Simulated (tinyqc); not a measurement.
# Cell-based percolation model of oxide breakdown: effects of single changes

The oxide, of thickness n a, is cut into cubic cells. A cell is defective with the chance l = 1 - exp(-a^3 N), N = N1 (t/1 s)^al. A column of n defective cells breaks the oxide down, and the area holds M = A/a^2 independent columns: 1 - F = (1 - l^n)^M.

Inputs (values chosen for the exercise):
```
symbol   value   unit                    meaning
a          0.6     nm             edge of a cell
n            3            cells across the oxide
A          370   um^2                       area
al         0.5         exponent of defect growth
N1      2.4e18  cm^-3   defect density after 1 s
```

Each table varies one quantity; the others keep the values above.

## Effect of the thickness

At F = 1 - 1/e: l_c = (1 - exp(-1/M))^(1/n), N_bd = -ln(1 - l_c)/a^3, t63 = (N_bd/N1)^(1/al). W = ln(-ln(1 - F)); for small l, W = ln M + n ln(a^3 N), so the Weibull slope is n al.

Effect of the thickness:
```
n        l_c  N_bd (cm^-3)    t63 (s)  slope at t63
1  9.730e-10      4.505e12  3.523e-12        0.5000
2   3.119e-5      1.444e17   0.003621         1.000
3   9.909e-4      4.590e18      3.657         1.499
4   0.005585      2.593e19      116.7         1.994
5    0.01576      7.355e19      939.3         2.480
6    0.03148      1.481e20       3807         2.952
7    0.05159      2.452e20    1.044e4         3.408
8    0.07473      3.596e20    2.245e4         3.847
9    0.09970      4.862e20    4.104e4         4.268
```

N_bd rises from 4.50e12 to 4.86e20 cm^-3 and the slope rises from 0.500 to 4.27, against n al = 0.500 to 4.50. A thin oxide needs few defects in a row, so it breaks at a lower density and with a wider spread; at n = 1 one defect suffices. For n = 1 t63 is under a microsecond, a formal extension of the power law of defect growth.

## Effect of the area

Same model as above.

Effect of the area:
```
A (um^2)       l_c  N_bd (cm^-3)   t63 (s)  slope at t63
0.0014     0.06359      3.042e20   1.606e4         1.451
0.023      0.02501      1.173e20      2388         1.481
0.38      0.009821      4.569e19     362.5         1.493
6.4       0.003832      1.777e19     54.84         1.497
110       0.001485      6.879e18     8.215         1.499
1800      5.848e-4      2.708e18     1.273         1.500
31000     2.265e-4      1.049e18    0.1909         1.500
5.1e5     8.904e-5      4.122e17   0.02950         1.500
8.6e6     3.472e-5      1.608e17  0.004486         1.500
```

t63 falls from 16100 to 0.00449 s, as A^(-0.68) between the first two rows and A^(-0.67) between the last two, against -1/(n al) = -0.67; the slope at t63 rises from 1.45 to 1.50, nearer to n al where l_c is small.

Program tinyqc, `OMP_NUM_THREADS=1 python tinyqc.py 2070042 2070043 out.jsonl`; Intel Xeon 2.30GHz, shared host, one thread, about 0.01 s.
